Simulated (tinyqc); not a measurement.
Minority carriers and saturation current of a heavily doped emitter: effect of the doping.

n-type, parabolic bands, full ionisation. eta = (EF - Ec)/kB T solves N = Nc F12(eta), F12(x) = (2/sqrt(pi)) int_0^infinity sqrt(u)/(1 + exp(u - x)) du. The gap shrinks rigidly by dEg = a3 y^(1/3) + a4 y^(1/4) + a2 y^(1/2), y = N/1e18 cm^-3, an empirical law that is here taken as the true narrowing.

ni = sqrt(Nc Nv) exp(-Eg/(2 Vt)), Eg in volts; degeneracy factor g = F12(eta) exp(-eta); nie^2 = ni^2 exp(dEg/kB T) g, p0 = nie^2/N; apparent narrowing dEg + kB T ln g. 1/tau = Cn N^2 + 1/ts, D = mup Vt, L = sqrt(D tau); J0 = (q p0 D/L)(s + tanh(W/L))/(1 + s tanh(W/L)), s = S L/D; the share recombining inside is 1 - 1/[cosh(W/L)(1 + tanh(W/L)/s)]. The mobility is held fixed.

Parameters, values chosen for the exercise; band and dielectric values close to those of silicon:
```
symbol,value,unit,meaning
T,400,K,temperature
Eg,1.11,eV,band gap
Nc,4.36e19,cm^-3,conduction-band density of states at 400 K
Nv,4e19,cm^-3,valence-band density of states at 400 K
a3,15.7,meV,coefficient of (N/1e18)^(1/3)
a4,5.5,meV,coefficient of (N/1e18)^(1/4)
a2,4.4,meV,coefficient of (N/1e18)^(1/2)
mup,190,cm^2/(V s),minority-hole mobility
Cn,3.3e-31,cm^6/s,Auger coefficient
ts,4.9,us,defect lifetime
W,54,nm,emitter width
S,2.4e6,cm/s,recombination velocity at the contact
```

Constants: q = 1.602176634e-19 C, kB = 1.380649e-23 J/K, Vt = kB T/q. Results are converted to the units shown.

Results:
```
N (cm^-3),apparent narrowing (meV),p0 (cm^-3),L (nm),J0 (fA/cm^2),share inside (%)
7.4e17,22.88,4.734e7,4.126e4,6.111e9,1.722e-4
3.5e18,38.61,1.580e7,1.242e4,2.039e9,0.001901
7.8e18,50.44,9.991e6,5683,1.290e9,0.009078
1.7e19,64.95,6.984e6,2618,9.017e8,0.04277
3.7e19,82.42,5.326e6,1204,6.886e8,0.2020
8.1e19,101.9,4.287e6,550.0,5.573e8,0.9611
1.8e20,120.1,3.266e6,247.5,4.361e8,4.594
3.9e20,127.8,1.886e6,114.2,2.819e8,18.77
```

Estimate the missing row, N = 1.6e18 cm^-3.

Computed row:
```
N (cm^-3),apparent narrowing (meV),p0 (cm^-3),L (nm),J0 (fA/cm^2),share inside (%)
1.6e18,29.67,2.666e7,2.499e4,3.441e9,4.695e-4
```

With this row back in the table: The apparent narrowing rises from 22.9 to 128 meV. p0 goes as N^(-0.74) between the first two rows and N^(-0.71) between the last two (-1 without narrowing or degeneracy), and J0 falls from 6.11e9 to 2.82e8 fA/cm^2.

Range of the model: Band tails, non-parabolic bands and incomplete ionisation are left out.

Program tinyqc, `OMP_NUM_THREADS=1 python tinyqc.py 2330082 2330083 out.jsonl`; Intel Xeon 2.30GHz, shared host, one thread, about 0.01 s.
